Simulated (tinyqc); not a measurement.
Comparisons within one model: donor level screened by free carriers (Yukawa potential). A value that a table varies takes the place of the one given here.

Potential -(q/(eps r)) exp(-ks r), q = e^2/(4 pi eps0). In units Ry* = Ry m/eps^2 and a* = a0 eps/m the problem is [-Laplacian - 2 exp(-x r)/r] psi = E psi with x = ks a*.

Converged values use 18 functions exp(-z r), z = 1.55^i, i = -11 to 6: S = 2/A^3, H = z_i z_j S - 2/(A + x)^2, A = z_i + z_j.

Screening wave number: Debye ks^2 = 4 pi q n/(eps kB T); Thomas-Fermi ks^2 = 6 pi q n/(eps EF) with EF = c (3 pi^2 n/gv)^(2/3)/m, c = hbar^2/2m0; the two are joined by 1/ks^2 = sqrt(1/ks_D^4 + 1/ks_TF^4). 1e18/cm^3 = 1e-6/angstrom^3, q = e^2/(4 pi eps0).

Constants: e^2/(4 pi eps0) = 14.39964547 eV angstrom; kB = 8.617333262e-05 eV/K; hbar^2/2m0 = 3.80998211 eV angstrom^2; Ry = 13.60569312 eV; a0 (Bohr radius) = 0.5291772105 angstrom.

Inputs chosen for the exercise (near those of a donor in InP, with one mean mass; shifted at random, so the results belong to these values and not to a real crystal):
- xs = (0.07, 0.11, 0.33, 0.48, 0.64, 0.88, 1.09) (values of x)
- m = 0.08 m0 (mass)
- eps = 12.2 (dielectric constant)
- gv = 1 (valleys)
- T = 400 K (temperature)
- nl = (0.0025, 0.0082, 0.025, 0.082, 0.25, 0.82, 2.5) x 1e18/cm^3 (densities)
- n = 0.082 x 1e18/cm^3 (free-carrier density)

## Towards the loss of the bound state

First order (-1 + 2x), one-parameter (minimum of z^2 - 8 z^3/(2z + x)^2) and converged 1s energies in Ry*, and the mean radius in a*; a dash marks an unbound result.

Results:
```
x     first order  trial function  converged   <r>
0.07      -0.8600         -0.8670    -0.8670  1.51
0.11      -0.7800         -0.7970    -0.7970  1.52
0.33      -0.3400         -0.4769    -0.4777  1.63
0.48      -0.0400         -0.3121    -0.3150  1.78
0.64            -         -0.1763    -0.1830  2.05
0.88            -         -0.0399    -0.0557  3.00
1.09            -               -    -0.0056  7.54
```

First order loses the state at x = 0.5, the trial function reaches zero energy at x = 1.00, and the exact limit is 1.19. The radius starts at 1.5 a*, grows slowly at first (1.63 at x = 0.33), then steadily, and swells towards the end (7.5 at 1.09), where a single exponential fails: the binding vanishes as the square of the distance from 1.19.

## Binding against carrier density

Ry* = 7.3129 meV
a* = 80.700 angstrom

x from the joined ks; converged 1s binding (dash: x above 1.17, at or past the limit 1.19 where the state unbinds).

Results:
```
n (1e18/cm^3)  EF/kB T  1/ks (angstrom)      x  binding (meV)  n^(1/3) a*
0.0025            0.02            964.2  0.084           6.16       0.110
0.0082            0.05            532.5  0.152           5.33       0.163
0.025             0.11            305.3  0.264           4.11       0.236
0.082             0.25            169.5  0.476           2.33       0.351
0.25              0.52             99.2  0.813           0.61       0.508
0.82              1.16             59.8  1.349              -       0.755
2.5               2.44             42.1  1.917              -       1.095
```

The binding falls from 6.2 to 0.6 meV (bare value 7.3); it passes half the bare value between 0.025 and 0.082 x 1e18/cm^3. The level is unbound, or bound by less than 0.001 Ry*, from 0.82 x 1e18/cm^3 on; as the density rises, it is lost by the time n^(1/3) a* reaches 0.76. x grows with exponent 0.50 in n at the start and 0.32 at the end (1/2 for Debye, 1/6 for Thomas-Fermi screening). The level survives to n^(1/3) a* = 0.51, past the 0.26 of the Mott rule, which corresponds to x = 1 for one valley with degenerate screening; here the level lasts until x = 1.19, the screening is at most the degenerate value, and overlap of donors is left out.

## What each parameter does

Ry* = Ry m/eps^2, a* = a0 eps/m, x = ks a* with the joined ks; converged binding. Each row changes one parameter from the base and keeps the others.

Results:
```
case                   1/ks (angstrom)      x  binding in Ry*  binding (meV)
base                             169.5  0.476           0.319           2.33
n = 0.123 x 1e18/cm^3            139.1  0.580           0.228           1.66
T = 460 K                        181.5  0.445           0.350           2.56
m = 0.09 m0                      169.3  0.424           0.371           3.05
eps = 11.2                       162.4  0.456           0.338           2.93
gv = 2                           168.8  0.478           0.317           2.32
```

The largest shifts from the base row, up to three for each result and ties (the steps differ in size, so this ranks the rows, not the parameters). 1/ks (angstrom): n -30.4, T +12.0, eps -7.1. x: n +0.104, m -0.052, T -0.031. binding in Ry*: n -0.091, m +0.053, T +0.031. binding (meV): m +0.72, n -0.67, eps +0.60.

Run: tinyqc, `OMP_NUM_THREADS=1 python tinyqc.py 1251522 1251523 out.jsonl`; Intel(R) Xeon(R) Processor @ 2.30GHz, one thread, shared host; about 0.01 s of CPU time with all checks.
